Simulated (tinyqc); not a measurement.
Worked calculation: coherent transport through a tight-binding region between two chains. Computed by tinyqc, a small Python program that keeps every step. Settings: temperature = 4, mu = 0.07. Command: `OMP_NUM_THREADS=1 python tinyqc.py 24697 24698 out.jsonl` (the two numbers bound the seeds that draw the settings). One thread of a shared host (Intel(R) Xeon(R) Processor @ 2.60GHz), about 0.08 s of CPU time with the checks.

## Transmission at E = -0.6 eV

H of the central region (eV):
```
         1        2        3
1  -0.8400  -1.7500   0.0000
2  -1.7500   0.2200  -1.4400
3   0.0000  -1.4400   0.8600
```

Leads: semi-infinite chains with site energy 0:

| parameter | value |
|---|---|
| lead hopping t (eV) | 1.640000 |
| coupling to the left lead (eV) | 0.320000 |
| coupling to the right lead (eV) | 1.020000 |
| left contact site | 1 |
| right contact site | 3 |

E = -0.6000 eV

Surface Green function g = (E - i sqrt(4 t^2 - E^2)) / (2 t^2); self-energy tc^2 g on each contact site; G = (E - H - Sigma)^(-1); Gamma = -2 Im Sigma; T = Gamma_L Gamma_R |G_LR|^2; local density of states -Im G_ii / pi.

g = -0.1115-0.5995i 1/eV

G (1/eV):
```
                 1                2                3
1  -0.1385-0.2055i   0.5841+0.0344i   0.5009+0.2693i
2   0.5841+0.0344i  -0.0827-0.0254i  -0.0625-0.0563i
3   0.5009+0.2693i  -0.0625-0.0563i  -0.6443-0.3593i
```

local density of states (1/eV): 0.0654  0.0081  0.1144

transmission = 0.0495

## Transmission across the band

The same steps on a grid of energies.

T(E):

| E (eV) | T |
|---|---|
| -3.116000 | 0.0010 |
| -2.804400 | 0.0126 |
| -2.492800 | 0.6091 |
| -2.181200 | 0.0827 |
| -1.869600 | 0.0341 |
| -1.558000 | 0.0262 |
| -1.246400 | 0.0266 |
| -0.934800 | 0.0326 |
| -0.623200 | 0.0478 |
| -0.311600 | 0.0846 |
| 0.000000 | 0.1716 |
| 0.311600 | 0.2300 |
| 0.623200 | 0.1311 |
| 0.934800 | 0.0680 |
| 1.246400 | 0.0425 |
| 1.558000 | 0.0323 |
| 1.869600 | 0.0300 |
| 2.181200 | 0.0361 |
| 2.492800 | 0.0648 |
| 2.804400 | 0.0456 |
| 3.116000 | 0.0030 |

levels of the isolated region (eV): -2.3916  0.1792  2.4524

## Current

I = (2e/h) int T(E) [f(E - mu - V/2) - f(E - mu + V/2)] dE at 4 K with mu = 0.07 eV, the bias not changing H; 2e^2/h = 77.48092 microsiemens; the integral runs over the band on 4001 points.

Current:

| V (volt) | I (microampere) |
|---|---|
| 0.0100 | 0.1524 |
| 0.0500 | 0.7624 |
| 0.1000 | 1.5246 |
| 0.2000 | 3.0350 |
| 0.4000 | 5.9502 |
| 0.8000 | 10.8544 |
